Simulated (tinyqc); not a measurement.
## Gate voltage from the surface potential

Question. At the source end, Vgs + Vsb - Vfb - psi = gamma sqrt(G), G = psi - Vt + Vt exp((psi - 2 phiF - Vsb)/Vt), and the voltage over the insulator is gamma sqrt(G). Find that voltage and Vgs.

Parameters, values chosen for the exercise: temperature T = 250 K; flat-band voltage Vfb = -0.8 V; source-body reverse bias Vsb = 0.3 V.

Constants: q = 1.602176634e-19 C, kB = 1.380649e-23 J/K, Vt = kB T/q. Results are converted to the units shown.

psi = 1.2163897 V
phiF = 0.43673918 V
gamma = 0.37281409 V^0.5

Answer. In this direction the relation is explicit: no iteration is needed.

voltage over the insulator = 0.4336 V
Vgs = 0.5500 V

Numbers from tinyqc (`OMP_NUM_THREADS=1 python tinyqc.py 2360038 2360039 out.jsonl`; about 0.05 s on one thread of a shared Intel Xeon 2.30GHz).
